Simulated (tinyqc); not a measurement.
Order-disorder in a binary alloy on two sublattices: Bragg-Williams and pair (quasi-chemical) approximations: one step, computed by the program tinyqc. Command: `OMP_NUM_THREADS=1 python tinyqc.py 3024663 3024664 out.jsonl order walk`. One thread of a shared host (Intel(R) Xeon(R) Processor @ 2.30GHz), about 0.01 s of CPU time with the checks.

All z = 4 neighbours of a site lie on the other sublattice. B fills the sublattices with x + eta/2 and x - eta/2; energies are per site, from the pure components: u = -z w y with y the probability of an A-B bond taken in one order.

Problem. Energy, entropy and site fractions. a = x + eta/2, b = x - eta/2; u = -z w [x (1 - x) + eta^2/4]; s/k_B = [s2(a) + s2(b)]/2, s2(c) = -c ln c - (1 - c) ln(1 - c); gain on ordering = f(eta) - f(0), f = u - T s. Superlattice over fundamental intensity = [eta (f_B - f_A)/2]^2/[(1 - x) f_A + x f_B]^2.

Inputs (values chosen for the exercise, for a model alloy): ordering energy w = (e_AA + e_BB)/2 - e_AB = 25.9 meV; fraction x of B = 0.41; temperature T = 267 K.

Lattice: square (z = 4).

scattering factors f_A, f_B (electrons): 31  73

order parameter eta = 0.8141717

Constants: k_B = 8.617333262e-05 eV/K.

Give: B fraction on its own sublattice; B fraction on the A sublattice; energy u; entropy s; gain on ordering; intensity ratio.

Solution.

B fraction on its own sublattice = 0.8171

B fraction on the A sublattice = 0.002914

energy u = -42.23 meV/site

entropy s = 0.2479 k_B/site

gain on ordering = -7.298 meV/site

intensity ratio = 0.1257

A on the B sublattice: 0.1829, of which 0.1800 is forced by composition.
